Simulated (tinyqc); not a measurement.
Long-channel MOSFET, surface-potential model: effect of the temperature.

n-channel transistor on a uniformly doped p-type body, gradual-channel approximation, constant mobility, Boltzmann statistics, full ionisation. Potentials are counted from the neutral body; V is the electron quasi-Fermi potential, Vsb at the source and Vsb + Vds at the drain. Charges are magnitudes per area.

Nc and Nv are given at 300 K and scale as (T/300 K)^1.5; Eg, Vfb and mu are held fixed. ni = sqrt(Nc Nv) exp(-Eg/(2 Vt)), Eg in volts; phiF = Vt ln(Na/ni); Cox = eps0 eox/tox; gamma = sqrt(2 q eps0 eps_r Na)/Cox. The surface potential psi at channel potential V solves Vgs + Vsb - Vfb - psi = gamma sqrt(G), G = psi - Vt + Vt exp((psi - 2 phiF - V)/Vt). Charge sheet: Qi = Cox gamma [sqrt(G) - sqrt(psi - Vt)]; I = mu (W/L) [integral of Qi dpsi from psi_0 to psi_L (drift) + Vt (Qi0 - QiL) (diffusion)], with psi_0 at V = Vsb and psi_L at V = Vsb + Vds. VT = Vfb + 2 phiF + gamma sqrt(2 phiF + Vsb), m = 1 + gamma/(2 sqrt(2 phiF + Vsb)). The swing is 20 mV/log10[I(VT - 0.14 V)/I(VT - 0.16 V)] of the charge-sheet current at the given Vds.

Values chosen for this exercise; material values those of a made-up semiconductor: band gap Eg = 1.25 eV; relative permittivity of the semiconductor eps_r = 9.02; conduction-band density of states at the reference temperature Nc = 3.1e19 cm^-3; valence-band density of states at the reference temperature Nv = 2.41e19 cm^-3; acceptor density of the body Na = 1.6e16 cm^-3; relative permittivity of the gate insulator eox = 21.4; insulator thickness tox = 160 nm; flat-band voltage Vfb = -0.73 V; channel mobility mu = 400 cm^2/(V s); gate width W = 10 um; gate length L = 0.5 um; source-body reverse bias Vsb = 0 V; gate-source voltage Vgs = 1.05 V; drain-source voltage Vds = 0.8 V.

Constants: q = 1.602176634e-19 C, kB = 1.380649e-23 J/K, Vt = kB T/q, eps0 = 8.8541878128e-14 F/cm where lengths are in cm. Results are converted to the units shown.

The same in every row: gamma (V^0.5) = 0.5403.

Result of one run:
```
T (K),VT (V),m,swing (mV/decade),"I at Vgs, Vds (uA)"
280,0.6772,1.285,74.03,31.14
```

What becomes of these results when the temperature T is changed from 280 to 310 K, all else the same?

Result of the changed run:
```
T (K),VT (V),m,swing (mV/decade),"I at Vgs, Vds (uA)"
310,0.6178,1.293,82.90,42.14
```

The whole series:
```
T (K),VT (V),m,swing (mV/decade),"I at Vgs, Vds (uA)"
220,0.7918,1.272,57.07,14.58
250,0.7353,1.278,65.43,21.98
280,0.6772,1.285,74.03,31.14
310,0.6178,1.293,82.90,42.14
340,0.5570,1.302,92.12,55.05
370,0.4949,1.311,101.8,69.95
400,0.4315,1.321,111.9,86.89
```

As T goes from 220 to 400 K, VT falls from 0.792 to 0.431 V, the swing rises from 57.1 to 112 mV a decade and the current rises from 14.6 to 86.9 uA. The swing is 2.8 % above m Vt ln 10 in the first row and 6.7 % above it in the last. For T = 340 to 400 K mu V/L, with V the smaller of Vds and (Vgs - VT)/m, passes 3e6 cm/s, so velocity saturation would lower the current. In every row the mobility is held fixed, though a real channel mobility changes with T and would alter the trend of the current.

Numbers from tinyqc (`OMP_NUM_THREADS=1 python tinyqc.py 2360081 2360082 out.jsonl`; about 0.04 s on one thread of a shared Intel Xeon 2.30GHz).
